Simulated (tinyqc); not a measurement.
Solubility, supersaturation, precipitation and gettering of an impurity in a silicon-like host: one step, computed by the program tinyqc.

The wafer was saturated at T1 and is then held at T.

Problem. Segregation into a layer on one face. k = k_0 exp(E_g/(k_B T)); in equilibrium the bulk keeps C/C0 = 1/(1 + k t_g/w). For a strong sink on one face the slowest diffusion mode has tau_w = 4 w^2/(pi^2 D), and C/C0 is estimated as c_eq + (1 - c_eq)(8/pi^2) sum over odd m up to 99 of exp(-m^2 t/tau_w)/m^2. Precipitation is left out here.

Inputs (values chosen for the exercise, for a model impurity): temperature of saturation T1 = 1375 K; anneal temperature T = 932 K; anneal time t = 4.9 s; wafer thickness w = 400 micrometre; segregation energy E_g = 1.2 eV; segregation prefactor k_0 = 0.0015; getter layer thickness t_g = 0.44 micrometre.

Gettering: segregation gettering in a layer.

D(T) = 8.166595e-07 cm^2/s

Constants: k_B = 8.617333262e-05 eV/K.

Give: segregation coefficient k; equilibrium C/C0; tau_w; mean C/C0 at t.

Solution.

segregation coefficient k = 4625

equilibrium C/C0 = 0.1643

tau_w = 794.0 s

mean C/C0 at t = 0.9528

Limited by diffusion: far more is left than the 0.16 that equilibrium would leave. Caution: the barrier to homogeneous nucleation is below 35 k_B T for these inputs, so new precipitates would form and outnumber the fixed sinks assumed here.
